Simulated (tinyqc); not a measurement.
Two mixing rules: virtual-crystal alloy in the empirical-pseudopotential method.

Empirical pseudopotential on the fcc lattice, atoms at +/- tau, tau = a (1,1,1)/8, no spin-orbit coupling. H(G,G') = c (2 pi/a)^2 |k + G|^2 delta + VS(q) cos(q.tau) + i VA(q) sin(q.tau), q = G - G', c = hbar^2/2m0; k and G in units of 2 pi/a; VS at |q|^2 = 3, 8, 11 and VA at 3, 4, 11, in rydberg, zero elsewhere. At each k the basis holds all G with |k + G|^2 up to 16; energies are counted from the fourth level at Gamma.

Virtual crystal A(1-x)B(x): a = (1 - x) a_A + x a_B. Rule linear: V = (1 - x) V_A + x V_B. Rule volume: V = [(1 - x) a_A^3 V_A + x a_B^3 V_B]/a^3, since a form factor is an atomic potential divided by the cell volume.

Constants: hbar^2/2m0 = 3.80998211 eV angstrom^2; Ry = 13.60569312 eV.

Inputs chosen for the exercise (classic local form factors of the size used for GaP (A) and InP (B), which place X and L only to a few tenths of an eV; shifted at random, so the results belong to these values and not to a real crystal): a = (5.442, 5.869) angstrom (lattice constants of A, B); VSA = (-0.215, 0.029, 0.069) Ry (symmetric form factors of A); VAA = (0.119, 0.069, 0.021) Ry (antisymmetric form factors of A); VSB = (-0.235, 0.009, 0.061) Ry (symmetric form factors of B); VAB = (0.072, 0.049, 0.011) Ry (antisymmetric form factors of B).

Gaps from the valence top to the fifth band at Gamma, at L = (1/2,1/2,1/2) and at the lowest of k = (f,0,0), f = 0.70, 0.75, ..., 1.00. Both rules agree at the ends.

Gaps (eV):
```
x     Gamma, linear  Delta/X, linear  L, linear  Gamma, volume  Delta/X, volume  L, volume
0.25          2.330            2.096      2.346          2.295            2.100      2.324
0.50          2.126            2.214      2.260          2.072            2.219      2.229
0.75          1.876            2.307      2.156          1.830            2.309      2.132
```

At x = 0.5 the volume rule moves Gamma by -54 meV, Delta/X by +5 meV and L by -31 meV, that is the bowing by -4 times these; the lattice constants differ by 7.8 %, and the rules would coincide for equal ones.

(tinyqc, `OMP_NUM_THREADS=1 python tinyqc.py 1080456 1080457 out.jsonl`, Intel(R) Xeon(R) Processor @ 2.30GHz, 1 thread, shared host, about 0.2 s.)
